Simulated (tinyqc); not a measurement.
Delta-doped layer in the Thomas-Fermi potential: one step. Filling the subbands.

Constants: hbar^2/2m0 = 3.80998211 eV angstrom^2.

Inputs chosen for the exercise (out of a larger set: near those of a delta-doped layer in GaAs; not measured data): N = 0.13 x 1e13/cm^2 (donor sheet density).

Subbands:
```
label  valleys g  m_d (m0)     E (eV)  rms z (angstrom)
0              1  0.070000  -0.032169            46.859
1              1  0.070000  -0.009221           130.730
2              1  0.070000  -0.003004           249.982
3              1  0.070000  -0.000510           542.574
```

Question. At zero temperature n_i = g m_d (mu - E_i)/(2 pi c) for E_i < mu, c = hbar^2/2m0; find mu from sum n_i = N (1e13/cm^2 = 1e-3/angstrom^2).

Give: mu; n_i in the order of the list.

Answer.

mu = -0.0001 eV

n_i in the order of the list (1e13/cm^2): 0.094  0.027  0.008  0.001

4 subbands filled in part, the lowest with 72 % of the electrons. The potential was built for a Fermi level at 0; filling its quantised levels puts mu 0.2 % of the depth below that, which shows how nearly the two pictures agree.

Program tinyqc; command `OMP_NUM_THREADS=1 python tinyqc.py 1281113 1281114 out.jsonl`; about 0.1 s on one thread of a shared Intel(R) Xeon(R) Processor @ 2.30GHz.
